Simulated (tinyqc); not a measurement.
Metal gate on a two-layer dielectric stack with fixed charge and a dipole: flat band against the thickness t1.

Gate, layer 2, layer 1, p-type semiconductor; x runs from the gate inwards. Charges are counted in units of +q. psi is the band bending at the surface, positive towards inversion. Classical charge, Boltzmann statistics, no interface traps.

EOT = 3.9 (t1/e1 + t2/e2), Cox = eps0/(t1/e1 + t2/e2); phi_ms = pM - (chi + Eg - Vt ln(Nv/Na)). Vfb = phi_ms + Vd - (q/eps0) [Q1 (t1/e1 + t2/e2) + Q2 t2/e2 + r1 (t1^2/(2 e1) + t1 t2/e2) + r2 t2^2/(2 e2)]: each charge counts with its electrical distance from the gate. ni = sqrt(Nc Nv) exp(-Eg/(2 Vt)), Eg in volts, pB = Vt ln(Na/ni), Vth = Vfb + 2 pB + sqrt(4 q eps0 eps_r Na pB)/Cox.

Inputs (values chosen for the exercise); band and dielectric values close to those of silicon, layer 1 close to silicon dioxide, layer 2 close to hafnium oxide:
```
symbol    value   unit                                               meaning
T           300      K                                           temperature
Eg         1.13     eV                                              band gap
eps_r      11.7                                        relative permittivity
Nc      2.75e19  cm^-3                conduction-band density of states at T
Nv      2.62e19  cm^-3                   valence-band density of states at T
chi        4.01     eV                                     electron affinity
Na       1.1e16  cm^-3                                      acceptor density
pM         4.18     eV                       work function of the gate metal
e1         3.76                             relative permittivity of layer 1
t2          5.9     nm                thickness of layer 2, next to the gate
e2         22.5                             relative permittivity of layer 2
Q1       1.8e12  cm^-2           fixed charge at the semiconductor interface
Q2       3.7e12  cm^-2                       fixed charge between the layers
r1       7.8e18  cm^-3                     uniform charge density in layer 1
r2       2.2e18  cm^-3                     uniform charge density in layer 2
Vd            0      V  flat-band shift by a dipole layer between the layers
```

Constants: q = 1.602176634e-19 C, kB = 1.380649e-23 J/K, Vt = kB T/q, eps0 = 8.8541878128e-14 F/cm where lengths are in cm. Results are converted to the units shown.

Result of one run:
```
t1 (nm)  EOT (nm)  Vfb (V)  Vth (V)
1.6         2.682   -1.297  -0.5299
```

What becomes of these results when the thickness of layer 1, next to the semiconductor t1 is changed from 1.6 to 2.3 nm, all else the same?

Result of the changed run:
```
t1 (nm)  EOT (nm)  Vfb (V)  Vth (V)
2.3         3.408   -1.434  -0.6568
```

The whole series:
```
t1 (nm)  EOT (nm)  Vfb (V)  Vth (V)
0.5         1.541   -1.117  -0.3676
0.9         1.956   -1.177  -0.4213
1.2         2.267   -1.226  -0.4656
1.6         2.682   -1.297  -0.5299
1.9         2.993   -1.353  -0.5820
2.3         3.408   -1.434  -0.6568
2.6         3.719   -1.499  -0.7169
3           4.134   -1.591  -0.8022
```

Vfb falls from -1.12 to -1.59 V and Vth falls from -0.368 to -0.802 V. The slope dVfb/dEOT is -145 mV/nm between the first two rows and -221 between the last two: the charge inside the growing layer bends the line. A line through the end rows meets EOT = 0 at -0.836 V, against phi_ms + Vd = -0.759 V; an effective work function read from it is off by -76.9 mV from pM.

Numbers from tinyqc (`OMP_NUM_THREADS=1 python tinyqc.py 2010041 2010042 out.jsonl`; about 0.01 s on one thread of a shared Intel Xeon 2.30GHz).
